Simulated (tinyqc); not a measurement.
Inside a calculation. Method: UHF in the sto-3g basis, for H2, spin multiplicity 1. Computed by tinyqc, a small Python program that keeps every step (integrals from PySCF). Settings: charge = 0, multiplicity = 1, basis = sto-3g, energy threshold = 1e-10, iteration cap = 65, orthogonalisation = symmetric, start = core, DIIS depth = 0, method = UHF, break = 0.7. Command: `OMP_NUM_THREADS=1 python tinyqc.py 31057 31058 out.jsonl` (the two numbers bound the seeds that draw the settings). One thread of a shared host (Intel(R) Xeon(R) Processor @ 2.60GHz), about 0.05 s of CPU time with the checks. Later iterations appear only in the table of the cycle.

## One-electron integrals

Geometry (angstrom):
```
atom       x       y       z
H     0.0000  0.0000  0.0000
H     0.0000  0.0000  0.8550
```

Basis sto-3g: exponents (1/bohr^2) and contraction coefficients of normalised primitives:
```
element  l (shell)  exponent  coefficient
H            s (1)    3.4253       0.1543
H            s (1)    0.6239       0.5353
H            s (1)    0.1689       0.4446
```

Overlap, kinetic and nuclear-attraction integrals over the contracted functions; the nuclear repulsion is the sum of Za Zb / Rab.

nuclear repulsion = 0.618921 hartree

overlap S:
```
        1H 1s   2H 1s
1H 1s  1.0000  0.5855
2H 1s  0.5855  1.0000
```

kinetic energy T (hartree):
```
        1H 1s   2H 1s
1H 1s  0.7600  0.1741
2H 1s  0.1741  0.7600
```

nuclear attraction V (hartree):
```
         1H 1s    2H 1s
1H 1s  -1.8119  -1.0038
2H 1s  -1.0038  -1.8119
```

core Hamiltonian H = T + V (hartree):
```
         1H 1s    2H 1s
1H 1s  -1.0519  -0.8296
2H 1s  -0.8296  -1.0519
```

## Two-electron integrals

Functions are numbered as in S; the eight-fold symmetry (ij|kl) = (ji|kl) = (kl|ij) leaves the list below.

Two-electron integrals (ij|kl) in chemists' order, unique and non-zero (hartree):
```
(11|11) 0.7746   (21|11) 0.3813   (21|21) 0.2277   (22|11) 0.5277
(22|21) 0.3813   (22|22) 0.7746
```

## Orthogonalisation

S = U s U^T; symmetric (Loewdin) form X = U s^(-1/2) U^T, so that X^T S X = 1.

eigenvalues of S: 0.4145  1.5855

X:
```
         1H 1s    2H 1s
1H 1s   1.1737  -0.3796
2H 1s  -0.3796   1.1737
```

## Starting guess

The start is the orbitals of the core Hamiltonian, with HOMO and LUMO mixed by +/-0.7 rad for the two spins; D(s) = C_occ C_occ^T for each spin.

D(alpha) at the start:
```
         1H 1s    2H 1s
1H 1s   1.2929  -0.3162
2H 1s  -0.3162   0.0773
```

D(beta) at the start:
```
         1H 1s    2H 1s
1H 1s   0.0773  -0.3162
2H 1s  -0.3162   1.2929
```

## Iteration 1: building the Fock matrix

J_ij = sum D_kl (ij|kl) with D = D(alpha) + D(beta), K_ij = sum D_kl (ik|jl) for each spin; F = H + J - K(s); E = tr D H + tr D J / 2 - 0.5 sum_s tr D(s) K(s) + E_nn.

Coulomb J (hartree):
```
        1H 1s   2H 1s
1H 1s  1.3023  0.7569
2H 1s  0.7569  1.3023
```

exchange K(alpha) (hartree):
```
        1H 1s   2H 1s
1H 1s  0.7780  0.2836
2H 1s  0.2836  0.1132
```

exchange K(beta) (hartree):
```
        1H 1s   2H 1s
1H 1s  0.1132  0.2836
2H 1s  0.2836  0.7780
```

F(alpha) (hartree):
```
         1H 1s    2H 1s
1H 1s  -0.5277  -0.3563
2H 1s  -0.3563   0.1371
```

F(beta) (hartree):
```
         1H 1s    2H 1s
1H 1s   0.1371  -0.3563
2H 1s  -0.3563  -0.5277
```

total energy of this density = -0.744135 hartree

## Iteration 1: diagonalisation and new density

Diagonalise F' = X^T F X, C = X C', fill 1 alpha and 1 beta electrons from the bottom; D(s) = C_occ C_occ^T. Each column has its largest component positive (the first on a tie).

F' = X^T F X (alpha) (hartree):
```
         1        2
1  -0.3896  -0.3683
2  -0.3683   0.4304
```

orbital energies (alpha) (hartree): MO1 -0.5308, MO2 0.5715

coefficients C (alpha):
```
          MO1      MO2
1H 1s  0.9602  -0.7744
2H 1s  0.0655   1.2318
```

F' = X^T F X (beta) (hartree):
```
         1        2
1   0.4304  -0.3683
2  -0.3683  -0.3896
```

orbital energies (beta) (hartree): MO1 -0.5308, MO2 0.5715

coefficients C (beta):
```
          MO1      MO2
1H 1s  0.0655   1.2318
2H 1s  0.9602  -0.7744
```

D(alpha) after iteration 1:
```
        1H 1s   2H 1s
1H 1s  0.9220  0.0629
2H 1s  0.0629  0.0043
```

D(beta) after iteration 1:
```
        1H 1s   2H 1s
1H 1s  0.0043  0.0629
2H 1s  0.0629  0.9220
```

## Iteration 2: building the Fock matrix

As before.

Coulomb J (hartree):
```
        1H 1s   2H 1s
1H 1s  1.3023  0.7637
2H 1s  0.7637  1.3023
```

exchange K(alpha) (hartree):
```
        1H 1s   2H 1s
1H 1s  0.7632  0.4007
2H 1s  0.4007  0.2613
```

exchange K(beta) (hartree):
```
        1H 1s   2H 1s
1H 1s  0.2613  0.4007
2H 1s  0.4007  0.7632
```

F(alpha) (hartree):
```
         1H 1s    2H 1s
1H 1s  -0.5128  -0.4667
2H 1s  -0.4667  -0.0109
```

F(beta) (hartree):
```
         1H 1s    2H 1s
1H 1s  -0.0109  -0.4667
2H 1s  -0.4667  -0.5128
```

total energy of this density = -0.991445 hartree

## Iteration 2: diagonalisation and new density

As before.

F' = X^T F X (alpha) (hartree):
```
         1        2
1  -0.2922  -0.4768
2  -0.4768   0.3269
```

orbital energies (alpha) (hartree): MO1 -0.5511, MO2 0.5859

coefficients C (alpha):
```
          MO1      MO2
1H 1s  0.8503  -0.8937
2H 1s  0.2266   1.2126
```

F' = X^T F X (beta) (hartree):
```
         1        2
1   0.3269  -0.4768
2  -0.4768  -0.2922
```

orbital energies (beta) (hartree): MO1 -0.5511, MO2 0.5859

coefficients C (beta):
```
          MO1      MO2
1H 1s  0.2266   1.2126
2H 1s  0.8503  -0.8937
```

D(alpha) after iteration 2:
```
        1H 1s   2H 1s
1H 1s  0.7230  0.1927
2H 1s  0.1927  0.0513
```

D(beta) after iteration 2:
```
        1H 1s   2H 1s
1H 1s  0.0513  0.1927
2H 1s  0.1927  0.7230
```

## Iteration 3: building the Fock matrix

As before.

Coulomb J (hartree):
```
        1H 1s   2H 1s
1H 1s  1.3023  0.7660
2H 1s  0.7660  1.3023
```

exchange K(alpha) (hartree):
```
        1H 1s   2H 1s
1H 1s  0.7187  0.4408
2H 1s  0.4408  0.3513
```

exchange K(beta) (hartree):
```
        1H 1s   2H 1s
1H 1s  0.3513  0.4408
2H 1s  0.4408  0.7187
```

F(alpha) (hartree):
```
         1H 1s    2H 1s
1H 1s  -0.4683  -0.5044
2H 1s  -0.5044  -0.1009
```

F(beta) (hartree):
```
         1H 1s    2H 1s
1H 1s  -0.1009  -0.5044
2H 1s  -0.5044  -0.4683
```

total energy of this density = -1.053486 hartree

## Iteration 3: diagonalisation and new density

As before.

F' = X^T F X (alpha) (hartree):
```
         1        2
1  -0.2102  -0.5140
2  -0.5140   0.2429
```

orbital energies (alpha) (hartree): MO1 -0.5454, MO2 0.5781

coefficients C (alpha):
```
          MO1      MO2
1H 1s  0.7759  -0.9590
2H 1s  0.3231   1.1905
```

F' = X^T F X (beta) (hartree):
```
         1        2
1   0.2429  -0.5140
2  -0.5140  -0.2102
```

orbital energies (beta) (hartree): MO1 -0.5454, MO2 0.5781

coefficients C (beta):
```
          MO1      MO2
1H 1s  0.3231   1.1905
2H 1s  0.7759  -0.9590
```

D(alpha) after iteration 3:
```
        1H 1s   2H 1s
1H 1s  0.6020  0.2507
2H 1s  0.2507  0.1044
```

D(beta) after iteration 3:
```
        1H 1s   2H 1s
1H 1s  0.1044  0.2507
2H 1s  0.2507  0.6020
```

## Iteration 40 (converged): orbitals

converged F(alpha) (hartree):
```
         1H 1s    2H 1s
1H 1s  -0.3062  -0.5401
2H 1s  -0.5401  -0.3062
```

converged F(beta) (hartree):
```
         1H 1s    2H 1s
1H 1s  -0.3062  -0.5401
2H 1s  -0.5401  -0.3062
```

As before.

F' = X^T F X (alpha) (hartree):
```
         1        2
1   0.0154  -0.5491
2  -0.5491   0.0154
```

orbital energies (alpha) (hartree): MO1 -0.5338, MO2 0.5645

coefficients C (alpha):
```
          MO1      MO2
1H 1s  0.5616  -1.0983
2H 1s  0.5616   1.0983
```

F' = X^T F X (beta) (hartree):
```
         1        2
1   0.0154  -0.5491
2  -0.5491   0.0154
```

orbital energies (beta) (hartree): MO1 -0.5338, MO2 0.5645

coefficients C (beta):
```
          MO1      MO2
1H 1s  0.5616   1.0983
2H 1s  0.5616  -1.0983
```

D(alpha) after iteration 40:
```
        1H 1s   2H 1s
1H 1s  0.3154  0.3154
2H 1s  0.3154  0.3153
```

D(beta) after iteration 40:
```
        1H 1s   2H 1s
1H 1s  0.3153  0.3154
2H 1s  0.3154  0.3154
```

## Convergence

Stop when the energy changes by less than 1e-10 hartree and every element of the error matrix X^T (F D S - S D F) X (for each spin) is below 3e-06.

Course of the cycle:
```
iteration  E (hartree)     change  largest element of the error matrix
1            -0.744135          -                             2.93e-01
2            -0.991445  -2.47e-01                             1.48e-01
3            -1.053486  -6.20e-02                             8.98e-02
4            -1.077508  -2.40e-02                             6.05e-02
5            -1.088725  -1.12e-02                             4.29e-02
6            -1.094477  -5.75e-03                             3.13e-02
7            -1.097577  -3.10e-03                             2.33e-02
8            -1.099295  -1.72e-03                             1.74e-02
9            -1.100261  -9.66e-04                             1.31e-02
10           -1.100809  -5.48e-04                             9.89e-03
11           -1.101122  -3.13e-04                             7.48e-03
12           -1.101301  -1.79e-04                             5.66e-03
13           -1.101404  -1.02e-04                             4.29e-03
14           -1.101462  -5.88e-05                             3.25e-03
...                ...        ...                                  ...
27           -1.101541  -4.32e-08                             8.81e-05
28           -1.101542  -2.48e-08                             6.67e-05
29           -1.101542  -1.43e-08                             5.06e-05
30           -1.101542  -8.19e-09                             3.83e-05
31           -1.101542  -4.70e-09                             2.90e-05
32           -1.101542  -2.70e-09                             2.20e-05
33           -1.101542  -1.55e-09                             1.67e-05
34           -1.101542  -8.90e-10                             1.26e-05
35           -1.101542  -5.11e-10                             9.57e-06
36           -1.101542  -2.93e-10                             7.25e-06
37           -1.101542  -1.68e-10                             5.50e-06
38           -1.101542  -9.67e-11                             4.16e-06
39           -1.101542  -5.55e-11                             3.16e-06
40           -1.101542  -3.19e-11                             2.39e-06
```

PySCF UHF in the same basis, after a stability check = -1.101542 hartree

Converged in 40 iterations.

## Populations, bond orders and dipole

Mulliken: Z minus the diagonal of D S on the atom; Loewdin: the same with S^(1/2) D S^(1/2); Mayer order: 2 sum_s sum (D(s) S)_ij (D(s) S)_ji over the two atoms.

Charges (e):
```
atom  Mulliken  Loewdin  Mulliken spin
1H           0        0       1.68e-05
2H           0        0      -1.68e-05
```

Mayer bond orders:
```
pair   order
2-1   1.0000
```

dipole moment about the origin, x y z (debye): 0.0000  0.0000  0.0000

<S^2> of the determinant (pure state: 0) = 1.86e-10
